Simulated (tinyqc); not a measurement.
Minimum-mode following (dimer method) and harmonic rate on a two-dimensional model surface: one step, computed by the program tinyqc.

V(x, y) = -A (cos kx + cos ky) - B cos kx cos ky + (C sin ky + S sin kx)(1 - cos kx), k = 2 pi/a; the atom hops from the minimum at (0, 0) to that at (a, 0).

Question. Dimer step 2. Dimer at R with unit axis N = (cos phi, sin phi) and normal T = (-sin phi, cos phi). Gradients g at R +/- delta N and at R +/- delta T give H N and H T by central differences, (g+ - g-)/(2 delta). With C_N = N.H N, C_T = T.H T and b = T.H N, rotate by theta = (1/2) atan2(-2b, C_T - C_N), the angle of least curvature C = (C_N + C_T)/2 - sqrt((C_N - C_T)^2/4 + b^2). Translate along F = -g + 2 (g.N) N if C < 0, else along F = (g.N) N, with the new axis: R(new) = R + eta F, the move limited to 0.2 angstrom.

Inputs (values chosen for the exercise, for a model surface):

| quantity | value | unit |
|---|---|---|
| amplitude A | 0.2 | eV |
| amplitude B | 0.031 | eV |
| skew C | 0.088 | eV |
| asymmetry S | -0.013 | eV |
| period a | 3.9 | angstrom |
| half length delta | 0.01 | angstrom |
| step factor eta | 0.64 | angstrom^2/eV |

Surface: adatom on a square lattice.

R after step 1 (angstrom): 1.142980  -0.392028

phi after step 1 = -20.56493 degrees

Give: C_N, C_T, b; rotation theta; phi after step 2; least curvature C; gradient g; effective force F; R after step 2.

Answer.

C_N, C_T, b (eV/angstrom^2): -0.1226  0.6423  -0.0374

rotation theta = 2.792 degrees

phi after step 2 = -17.77 degrees

least curvature C = -0.1244 eV/angstrom^2

gradient g (eV/angstrom): 0.2563  -0.0373

effective force F (eV/angstrom): 0.2303  -0.1186

R after step 2 (angstrom): 1.290  -0.468

The curvature is negative, so the force along the axis is inverted.
